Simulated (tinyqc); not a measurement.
Spin curve: spin coating of a resist or spin-on film: centrifugal thinning, evaporation and the final thickness (Emslie and Meyerhofer models). Computed by tinyqc, a small Python program. Command: `OMP_NUM_THREADS=1 python tinyqc.py 3111640 3111641 out.jsonl spincoat walk`. One thread of a shared host (Intel(R) Xeon(R) Processor @ 2.30GHz), about 0.07 s of CPU time with the checks.

A Newtonian film stays uniform over the wafer; solvent and solids have the same density and the concentration is uniform through the thickness.

Inputs (values chosen for the exercise, of the order of those of a polymer resist in an ester solvent):

| quantity | value | unit |
|---|---|---|
| solids volume fraction c0 | 0.099 | - |
| kinematic viscosity of the solvent nu_s | 1.2 | mm^2/s |
| viscosity constant k | 3300 | mm^2/s |
| viscosity exponent gamma | 3.2 | - |
| spin speed f | 800 | rpm |
| evaporation rate at 1000 rpm e0 | 0.12 | micrometre/s |
| starting thickness h0 | 100 | micrometre |
| wafer radius R | 50 | mm |

Method:
- omega = 2 pi f/60; nu(c) = nu_s + k c^gamma; evaporation rate e = e0 sqrt(f/1000 rpm).
- Flow constant K = 2 omega^2/(3 nu(c0)); Reynolds number of the air omega R^2/nu_air with nu_air = 15 mm^2/s.
- Meyerhofer estimate: flow rules until (1 - c0) K h^3 = e, then evaporation alone: h_w = (e/((1 - c0) K))^(1/3), dry film c0 h_w.
- Full model for solids s and liquid l per area, h = s + l, c = s/h: ds/dt = -c Q, dl/dt = -(1 - c) Q - e, Q = 2 omega^2 h^3/(3 nu(c)); integrated adaptively (relative tolerance 1e-9) until l = 0.

dry film, estimate = 429.903 nm

Dry film against speed:

| f (rpm) | full model (nm) | estimate (nm) | time to dry (s) |
|---|---|---|---|
| 500 | 636.94 | 543.79 | 77.535 |
| 1000 | 450.41 | 384.52 | 38.790 |
| 1500 | 367.77 | 313.96 | 25.865 |
| 2000 | 318.50 | 271.89 | 19.401 |
| 3000 | 260.05 | 222.00 | 12.935 |
| 4000 | 225.21 | 192.26 | 9.702 |
| 6000 | 183.89 | 156.98 | 6.468 |

What follows from these numbers?

The full thickness goes as f^-0.500; the estimate as (e/omega^2)^(1/3) = f^(-1/2). The time to dry goes as f^-1.00. A thickness window of 1 % allows a speed error of about 2 %.
